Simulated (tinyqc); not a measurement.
# Reverse leakage of an n+-p junction: diffusion, generation, trap-assisted and band-to-band tunnelling: leakage components against the temperature

One-sided abrupt junction in the depletion approximation, x from the junction (0) to W on the p side, field F = F0 (1 - x/W). Flat quasi-Fermi levels, long p side. Traps generate through SRH with both lifetimes shortened by 1 + Gamma (Hurkx enhancement, form for moderate fields); band-to-band generation is local and needs a total bending above Eg.

Nc and Nv are given at 400 K and scale as (T/400 K)^1.5; all else is held fixed. ni = sqrt(Nc Nv) exp(-Eg/(2 Vt)), Eg in volts; Vbi = Vt ln(Na Nd/ni^2); W = sqrt(2 eps0 eps_r (Vbi + VR)/(q Na)); F0 = 2 (Vbi + VR)/W; FG = sqrt(24 mt m0 (kB T)^3)/(q hbar); J_diff = q ni^2 sqrt(Dn/tau)(1 - exp(-VR/Vt))/Na. u = (Vbi + VR)(1 - x/W)^2, p = Na exp(-u/Vt), n = Nd exp((u - Vbi - VR)/Vt); G0 = ni^2 (1 - exp(-VR/Vt))/(tau (n + p + 2 ni cosh(Et/Vt))); Gamma = 2 sqrt(3 pi)(F/FG) exp((F/FG)^2); trap-assisted part G0 Gamma; G_bb = Ab F^2.5 exp(-Bb/F) with F in V/cm, zero unless Vbi + VR > Eg, and counted as zero under 1 cm^-3 s^-1. Currents are q times the integrals over 0 to W; J_bb under 1e-8 of J is printed as 0; rows with F0/FG above 2.2, beyond the range of this Gamma, are left out.

Inputs (values chosen for the exercise); band and dielectric values close to those of silicon:

| symbol | value | unit | meaning |
|---|---|---|---|
| Eg | 1.12 | eV | band gap |
| eps_r | 11.7 |  | relative permittivity |
| Nc | 4.34e19 | cm^-3 | conduction-band density of states at the reference temperature |
| Nv | 4.16e19 | cm^-3 | valence-band density of states at the reference temperature |
| Na | 1e18 | cm^-3 | acceptor density of the lighter side |
| Nd | 5e19 | cm^-3 | donor density of the heavier side |
| tau | 5e-7 | s | SRH lifetime of both carriers at zero field |
| Et | 0 | eV | trap level above the intrinsic level |
| mt | 0.27 | m0 | tunnelling mass |
| Dn | 5.9 | cm^2/s | electron diffusion coefficient on the lighter side |
| Ab | 7.5e14 | cm^-0.5 V^-2.5 s^-1 | band-to-band prefactor |
| Bb | 1.83e7 | V/cm | band-to-band field constant |
| VR | 1.4 | V | reverse bias |

Constants: q = 1.602176634e-19 C, kB = 1.380649e-23 J/K, hbar = 1.054571817e-34 J s, m0 = 9.1093837015e-31 kg, Vt = kB T/q, eps0 = 8.8541878128e-14 F/cm where lengths are in cm. Results are converted to the units shown.

Result of one run:
```
T (K)  F0 (kV/cm)  F0/FG  J_diff (A/cm^2)  J_SRH (A/cm^2)  J_TAT (A/cm^2)  J_bb (A/cm^2)  J (A/cm^2)             largest part
310           870   2.16         2.86e-13         9.24e-9         1.01e-6        1.36e-5     1.46e-5  band-to-band tunnelling
```

What becomes of these results when the temperature T is changed from 310 to 430 K, all else the same?

Result of the changed run:
```
T (K)  F0 (kV/cm)  F0/FG  J_diff (A/cm^2)  J_SRH (A/cm^2)  J_TAT (A/cm^2)  J_bb (A/cm^2)  J (A/cm^2)              largest part
430           858   1.30          9.22e-8         5.47e-6         6.53e-5        9.62e-6     8.05e-5  trap-assisted tunnelling
```

The whole series:
```
T (K)  F0 (kV/cm)  F0/FG  J_diff (A/cm^2)  J_SRH (A/cm^2)  J_TAT (A/cm^2)  J_bb (A/cm^2)  J (A/cm^2)              largest part
310           870   2.16         2.86e-13         9.24e-9         1.01e-6        1.36e-5     1.46e-5   band-to-band tunnelling
340           867   1.87         1.53e-11         6.82e-8         3.25e-6        1.26e-5     1.59e-5   band-to-band tunnelling
370           864   1.65         4.37e-10         3.68e-7         9.71e-6        1.15e-5     2.16e-5   band-to-band tunnelling
400           861   1.46          7.69e-9         1.56e-6         2.64e-5        1.06e-5     3.85e-5  trap-assisted tunnelling
430           858   1.30          9.22e-8         5.47e-6         6.53e-5        9.62e-6     8.05e-5  trap-assisted tunnelling
```

J rises from 1.46e-5 to 8.05e-5 A/cm^2. Band-to-band tunnelling leads at T = 310, trap-assisted tunnelling from 400 on. Activation energies over the table: 1.21 eV for diffusion (Eg = 1.12 eV, raised by the T^3 of ni^2), 0.611 eV for SRH generation (Eg/2 + |Et| = 0.560 eV), 0.399 eV for the trap-assisted part, lower since Gamma grows on cooling; the total shows 0.0248 eV at the cold end and 0.364 eV at the hot end.

Range of the model: The n+ side is degenerate, so Vbi from Boltzmann statistics is only a guide.

Numbers from tinyqc (`OMP_NUM_THREADS=1 python tinyqc.py 2290167 2290168 out.jsonl`; about 0.01 s on one thread of a shared Intel Xeon 2.30GHz).
